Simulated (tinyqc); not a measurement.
Gate length: charge control and current of a heterostructure field-effect transistor. Computed by tinyqc, a small Python program. Command: `OMP_NUM_THREADS=1 python tinyqc.py 3024719 3024720 out.jsonl hemt walk`. One thread of a shared host (Intel(R) Xeon(R) Processor @ 2.30GHz), about 0.01 s of CPU time with the checks.

Two subbands in a triangular well; E_F is counted from the conduction band edge of the channel at the interface.

Inputs (values chosen for the exercise, modelled on AlGaN/GaN):
```
quantity,value,unit
channel mass m,0.19,m_0
permittivity eps (barrier and channel),9.49,-
barrier thickness d,16,nm
Schottky barrier phi_B,1.2,eV
conduction band offset dE_c,0.25,eV
polarisation charge sigma/e,9e+12,1/cm^2
gate voltage V_G,0,V
mobility mu,1300,cm^2/(V s)
saturation velocity v_s,1.3,1e7 cm/s
gate length L,50,nm
source resistance R_S,0.34,ohm mm
temperature T,77,K
mixing,0.3,-
iteration cap,200,-
```

Charge source: polarisation. Velocity law: two-piece.

Constants: e = 1.602176634e-19 C; eps_0 = 8.8541878128e-12 F/m; k_B = 8.617333262e-05 eV/K; hbar = 1.054571817e-34 J s; m_0 = 9.1093837015e-31 kg; k_B = 1.380649e-23 J/K.

Method:
- Threshold V_T = phi_B - dE_c - sigma d/(eps eps_0) (in volts); C_b = eps eps_0/d.
- Charge control: n_s = C_b (V_G - V_T - E_F/e)/e. Well: mean field F = e n_s/(2 eps eps_0), E_i = (hbar^2/2m)^(1/3) [(3 pi e F/2)(i + 3/4)]^(2/3), i = 0, 1; n_s = D k_B T sum_i ln(1 + exp((E_F - E_i)/k_B T)), D = m/(pi hbar^2), which is solved in closed form for E_F.
- Iteration from n_s = C_b (V_G - V_T)/(2e): E_F from n_s, n_out from the charge control, n_new = n_s + mixing (n_out - n_s), kept above n_s/10; stop when |n_out/n_s - 1| < 1e-9.
- C_g = e dn_s/dV_G = 1/(1/C_b + 1/C_q), 1/C_q = d(E_F/e)/d(e n_s) by a central difference of +/- 0.1 % in n_s; added distance dd = eps eps_0/C_q.
- With V = e n_s/C_g and V_c = v_s L/mu: for v = mu F up to v_s, I/W = C_g v_s V_c (sqrt(1 + (V/V_c)^2) - 1) and V_Dsat = V + V_c - sqrt(V^2 + V_c^2); g_m = dI/dV; extrinsic g_m/(1 + g_m R_S); f_T = g_m/(2 pi C_g L).

sheet density n_s = 5.08430e+12 1/cm^2

gate capacitance C_g = 0.469358 microfarad/cm^2

V = 1.73555 V

Scaling; the last columns are v_s/(2 pi L) and mu V/(2 pi L^2):
```
L (nm),I/W (mA/mm),g_m (mS/mm),extrinsic g_m (mS/mm),f_T (GHz),velocity limit (GHz),mobility limit (GHz)
30,1040.8,610.07,505.27,6.8957e+02,689.67,3.9899e+04
60,1023.0,609.80,505.08,3.4463e+02,344.84,9.9747e+03
120,988.3,608.71,504.33,1.7201e+02,172.42,2.4937e+03
250,917.4,603.93,501.05,8.1915e+01,82.76,5.7454e+02
500,797.0,586.32,488.86,3.9763e+01,41.38,1.4364e+02
1000,612.0,528.68,448.13,1.7927e+01,20.69,3.5909e+01
2000,395.4,399.91,352.04,6.7803e+00,10.35,8.9772e+00
5000,178.6,200.08,187.34,1.3569e+00,4.14,1.4364e+00
```

f_T scales as L^-1.00 at the short end and L^-1.76 at the long end; the two limits cross at L = mu V/v_s = 1740 nm. g_m tends to C_g v_s = 610 mS/mm, and R_S cuts it by 17 % at the shortest gate. Fringe capacitances and short-channel effects, left out, lower f_T once L is below about ten barrier thicknesses.

Extremes, crossings and ranges named in words are read from the listed rows.
